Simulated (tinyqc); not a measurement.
# Metal-interlayer-semiconductor contact, depinning against tunnelling resistance, step by step

Program tinyqc, `OMP_NUM_THREADS=1 python tinyqc.py 2270083 2270084 out.jsonl`; Intel Xeon 2.30GHz, shared host, one thread, about 0.02 s. Printed values are rounded.

Zero bias, n-type semiconductor. Gap states at the semiconductor surface thin out as exp(-be ti), which unpins the barrier; electrons must then cross the interlayer (a rectangular barrier, no voltage drop across it) and the parabolic depleted layer, both by WKB. Energies E are counted from the Fermi level; no image force, parabolic bands.

Values chosen for this exercise; semiconductor values close to those of germanium; interlayer mass of the order of that in silicon nitride, offset chosen freely:
```
symbol,value,unit,meaning
T,300,K,temperature
Eg,0.645,eV,band gap
eps_r,16.1,,relative permittivity
chi,4.16,eV,electron affinity
Nc,1.04e19,cm^-3,conduction-band density of states at T
mt,0.119,m0,tunnelling mass in the semiconductor
mA,1.11,m0,Richardson mass
Nd,5e18,cm^-3,donor density
E0,0.091,eV,charge-neutrality level above the valence band
S0,0.05,,pinning factor without interlayer
phiM,4.32,eV,metal work function
ti,1.3,nm,interlayer thickness
dE,2.08,eV,conduction-band offset of the interlayer above the semiconductor
mi,0.46,m0,tunnelling mass in the interlayer
be,1.9,1/nm,decay constant of gap states through the interlayer
```

Constants: q = 1.602176634e-19 C, kB = 1.380649e-23 J/K, eps0 = 8.8541878128e-12 F/m, hbar = 1.054571817e-34 J s, h = 6.62607015e-34 J s, m0 = 9.1093837015e-31 kg, Vt = kB T/q, hbar^2/(2 m0) = 0.0380998212 eV nm^2. Results are converted to the units shown.

Range of the model: The depletion charge would drop about 0.18 V across such an interlayer (eps_r near 7.5) at ti = 1.3 nm and Nd = 5e18 cm^-3, against a band bending of 0.39 V; this model leaves that drop out.

## Pinning, barrier and scales

S = 1/(1 + (1/S0 - 1) exp(-be ti)); phiB = S (phiM - chi) + (1 - S)(Eg - E0); xi = Ec - EF deep inside, from Nd = Nc F(-xi/Vt), F(x) = (2/sqrt(pi)) int_0^infinity sqrt(u) du/(1 + exp(u - x)); band bending U = phiB - xi; E00 = (hbar/2) sqrt(Nd/(eps0 eps_r mt m0)) in volts; A = 4 pi q mA m0 kB^2/h^3.

S = 0.383566
phiB = 0.402875 eV
xi = 0.0145681 eV
U = 0.388307 eV
E00 = 0.0299934 eV
A = 133.392 A/(cm^2 K^2)

The interlayer moves the barrier from 0.534 eV to 0.403 eV; the unpinned limit is phiM - chi = 0.160 eV. E00/Vt = 1.16: by the usual rule of thumb (0.5 to 5) thermionic-field emission.

## Exponents and integrand on an energy grid

E, point 0 to 12 (eV): 0.02  0.0525  0.085  0.1175  0.15  0.1825  0.215  0.2475  0.28  0.3125  0.345  0.3775  0.41

With U = phiB - xi: for xi < E < phiB, y = (E - xi)/U and G1 = (U/E00) [sqrt(1 - y) - y ln((1 + sqrt(1 - y))/sqrt(y))], G1 = 0 above phiB; G2 = 2 ti sqrt(mi max(phiB + dE - E, 0)/C), C = hbar^2/(2 m0); f = 1/(1 + exp(E/Vt)); integrand exp(-G1 - G2) f.

```
point	G1	G2	f	integrand (1e-11)
0	12.3440	14.1779	0.315693	0.09571
1	9.9825	14.0840	0.116008	0.40976
2	8.1961	13.9896	0.0359870	0.83379
3	6.6957	13.8944	0.0105075	1.20038
4	5.3979	13.7986	0.00301163	1.38628
5	4.2625	13.7022	8.58543e-4	1.35453
6	3.2671	13.6051	2.44373e-4	1.14970
7	2.3984	13.5072	6.95269e-5	0.85985
8	1.6497	13.4087	1.97787e-5	0.57074
9	1.0194	13.3094	5.62637e-6	0.33676
10	0.5125	13.2094	1.60050e-6	0.17577
11	0.1461	13.1086	4.55280e-7	0.07977
12	0.0000	13.0070	1.29510e-7	0.02907
```

## Contact resistivity

1/rho_c = (A T^2/Vt^2) I, with I the trapezoid sum of the integrand over the grid.

I = 2.73640e-12 eV
rho_c = 20.344 ohm cm^2

A fine grid from xi upwards gives rho_c = 20.20 ohm cm^2; the coarse value is 0.70 % above it. The integrand peaks at E = 0.16 eV, and 0.38 % of the current flows above phiB. Tunnelling through the interlayer costs a factor of 9.21e5 at this barrier height; the bare contact (ti = 0) has rho_c = 6.75e-4 ohm cm^2, so with the interlayer rho_c is 29900 times that.
